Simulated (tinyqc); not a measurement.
# Donor binding, ionisation and the Mott limit, step by step

Numbers from tinyqc (`OMP_NUM_THREADS=1 python tinyqc.py 2330008 2330009 out.jsonl`; about 0.02 s on one thread of a shared Intel Xeon 2.30GHz). Printed values are rounded.

Hydrogenic donor: Ry = (m0 q^3/(8 eps0^2 h^2)) me/eps_r^2 in eV, E0 = cc Ry, radius a = q/(8 pi eps0 eps_r E0), Mott density Nm = (0.26/a)^3. Below Nm the level sinks as Ed = E0 [1 - (N/Nm)^(1/3)]. Neutrality: Nc F12(eta) = N/(1 + 2 exp(eta + Ed/kB T)), F12(x) = (2/sqrt(pi)) int_0^infinity sqrt(u)/(1 + exp(u - x)) du.

Parameters, values chosen for the exercise; band and dielectric values close to those of silicon:
- T = 77 K (temperature)
- eps_r = 11.9 (relative permittivity)
- me = 0.256 m0 (mass in the hydrogenic formula, set independently of Nc)
- Nc = 3.59e18 cm^-3 (conduction-band density of states at 77 K)
- cc = 1 (ratio of the true binding energy to the hydrogenic one)
- N = 4e17 cm^-3 (donor density)

Constants: q = 1.602176634e-19 C, kB = 1.380649e-23 J/K, eps0 = 8.8541878128e-12 F/m, h = 6.62607015e-34 J s, m0 = 9.1093837015e-31 kg, Vt = kB T/q. Results are converted to the units shown.

Range of the model: A sharp level with degeneracy 2 overstates freeze-out near Nm, where the impurity band broadens and merges with the conduction band.

## Binding energy, radius and Mott density

The mean spacing of the donors is N^(-1/3).

Ry = 24.5961 meV
E0 = 24.5961 meV
a = 2.45985 nm
Nm = 1.18085e18 cm^-3
spacing over a = 5.51745
Ed = 7.45044 meV

## Ionisation

Solve the neutrality equation for eta. Boltzmann form: with k = (Nc/2) exp(-Ed/kB T) the ionised share is [-k + sqrt(k^2 + 4 k N)]/(2 N).

eta = -2.55742
ionised share = 67.7308 %
n = 2.70923e17 cm^-3
ionised share, Boltzmann form = 68.1704 %

With the level held at E0 the share would be 28.0 %.
